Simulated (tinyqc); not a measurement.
Boltzmann transport in a parabolic band with a power-law relaxation time: one step. Integrals for r = 0 (a constant relaxation time). Three cases, with inputs chosen for the exercise.

Problem. Evaluate F_j and K_j for j = 1/2, r + 1/2, r + 3/2, r + 5/2 and 2r + 1/2 (each value once).

F_j(eta) = (1/Gamma(j + 1)) integral_0^infinity x^j dx/(1 + exp(x - eta)), which tends to exp(eta) for eta << 0.

tau = tau0 x^r with x = E/kT. With K_j = Gamma(j + 1) F_j(eta): <tau> = tau0 (r + 3/2) K_(r+1/2)/((3/2) K_(1/2)); mu = <tau>/(mc m0/e), m0/e = 5.685630e-12 kg/C; Hall factor rH = (3/2) K_(1/2) (2r + 3/2) K_(2r+1/2)/((r + 3/2) K_(r+1/2))^2; Seebeck S = -(kB/e) [(r + 5/2) K_(r+3/2)/((r + 3/2) K_(r+1/2)) - eta]; Lorenz number L = (kB/e)^2 [(r + 7/2) K_(r+5/2)/((r + 3/2) K_(r+1/2)) - ((r + 5/2) K_(r+3/2)/((r + 3/2) K_(r+1/2)))^2]; kB/e in V/K. Valley anisotropy is left out of rH.

Case 1.

Values chosen (out of a larger set: masses near those of Si; tau0 is set for a mobility of the usual size at this n, kL is a free input; freeze-out and phonon drag, which matter near 77 K, are left out; not measured data): r = 0 (exponent of tau).

eta = -0.335951

Case 2.

Values chosen (out of a larger set: masses near those of InAs; tau0 is set for a mobility of the usual size at this n, kL is a free input; freeze-out and phonon drag, which matter near 77 K, are left out; not measured data): r = 0 (exponent of tau).

eta = -5.715865

Case 3.

Values chosen (out of a larger set: masses near those of InP; tau0 is set for a mobility of the usual size at this n, kL is a free input; freeze-out and phonon drag, which matter near 77 K, are left out; not measured data): r = 0 (exponent of tau).

eta = 0.705218

Give: F_j and K_j.

Solution.

Case 1.

F_j and K_j:

| j | F_j | K_j |
|---|---|---|
| 0.5 | 0.58259 | 0.51630 |
| 1.5 | 0.64195 | 0.85337 |
| 2.5 | 0.67577 | 2.2458 |

Case 2.

F_j and K_j:

| j | F_j | K_j |
|---|---|---|
| 0.5 | 0.0032895 | 0.0029152 |
| 1.5 | 0.0032914 | 0.0043754 |
| 2.5 | 0.0032923 | 0.010942 |

Case 3.

F_j and K_j:

| j | F_j | K_j |
|---|---|---|
| 0.5 | 1.2922 | 1.1452 |
| 1.5 | 1.5805 | 2.1010 |
| 2.5 | 1.7688 | 5.8784 |

Computed by tinyqc, one run a case: `OMP_NUM_THREADS=1 python tinyqc.py N N+1 out.jsonl` with N = 1652284, 1652306, 1652347; one thread of a shared Intel(R) Xeon(R) Processor @ 2.30GHz, about 0.02 s a run at most.
